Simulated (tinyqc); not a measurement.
Conductance against temperature: thermal boundary conductance by the acoustic and diffuse mismatch models. Computed by tinyqc, a small Python program. Command: `OMP_NUM_THREADS=1 python tinyqc.py 3020642 3020643 out.jsonl kapitza walk`. One thread of a shared host (Intel(R) Xeon(R) Processor @ 2.30GHz), about 0.01 s of CPU time with the checks.

Each side has one longitudinal and two transverse Debye branches, omega = v q up to q_D = (6 pi^2 n)^(1/3), with n counting all atoms. Scattering at the interface is elastic. Electrons are left out of G, also for metals. Melting is ignored. G refers to the temperatures of the phonons sent towards the interface. Linear branches over all atoms overstate G at high T, most for crystals with several atoms a cell.

Inputs (values chosen for the exercise, modelled on silicon (side 1) and germanium (side 2)):
```
quantity                    value    unit
density rho_1                2.35  g/cm^3
longitudinal velocity vL_1   8910     m/s
transverse velocity vT_1     5260     m/s
atom density n_1             48.9  1/nm^3
density rho_2                5.23  g/cm^3
longitudinal velocity vL_2   5150     m/s
transverse velocity vT_2     3190     m/s
atom density n_2             45.3  1/nm^3
```

Structure: superlattice.

Constants: hbar = 1.054571817e-34 J s; k_B = 1.380649e-23 J/K.

Method:
- omega_c = v q_D for each branch, given as hbar omega_c/k_B; impedance Z = rho v.
- No mode conversion. t(theta) = 4 Z_1 Z_2 cos(theta_1) cos(theta_2)/N^2, with N = Z_2 cos(theta_1) + Z_1 cos(theta_2) for L (the form for pressure waves) and N = Z_1 cos(theta_1) + Z_2 cos(theta_2) for both T branches (the form for shear waves polarised along the interface); sin(theta_2) = (v_2/v_1) sin(theta_1), and t = 0 beyond the critical angle arcsin(v_1/v_2); the mean over the incoming flux is alpha = 2 int t sin(theta_1) cos(theta_1) d theta_1 (64 Gauss-Legendre points).
- G = (k_B^4 T^3/(8 pi^2 hbar^3)) int W(x) x^4 e^x/(e^x - 1)^2 dx, x = hbar omega/(k_B T). Acoustic mismatch: W = sum over the three branches of alpha(1 to 2)/v_1^2, each up to the lower of its two cut-offs. Diffuse mismatch: W = S_1 S_2/(S_1 + S_2), where S_i sums 1/v^2 over the branches of side i still below their cut-off. Radiation limit: W = min(S_1, S_2). The integral is split at the four cut-offs (64 Gauss-Legendre points a piece, x at most 45).

Branches:
```
branch     v (m/s)  cut-off (K)  Z (1e6 kg/(m^2 s))
L, side 1     8910      970.042             20.9385
T, side 1     5260      572.662             12.3610
L, side 2     5150      546.575             26.9345
T, side 2     3190      338.558             16.6837
```

Transmission:
```
branch  t at normal incidence  largest angle from side 1 (deg)  alpha, 1 to 2  alpha, 2 to 1
L                    0.984313                               90       0.957929       0.320031
T                    0.977850                               90       0.873354       0.321218
```

G (MW/(m^2 K)):
```
T (K)  acoustic mismatch  diffuse mismatch  radiation limit
2              0.0061317         0.0050804        0.0069214
5               0.095808          0.079381          0.10815
10               0.76646           0.63505          0.86518
20                6.1308            5.0799           6.9207
40                46.146            38.949           53.158
80                202.32            198.65           274.75
150               395.38            455.29           637.21
300               520.45            647.52           910.85
600               562.71            715.95           1008.5
1000              572.50            732.02           1031.4
```

What follows from these numbers?

All three follow T^3 at the cold end (exponent 3.00 for the diffuse model) and flatten at high T (exponent 0.04 at the hot end); the lowest cut-off is 339 K. The ratio of diffuse to acoustic goes from 0.83 to 1.28. The plateau is set by the frequencies that both sides share.

Extremes, crossings and ranges named in words are read from the listed rows.
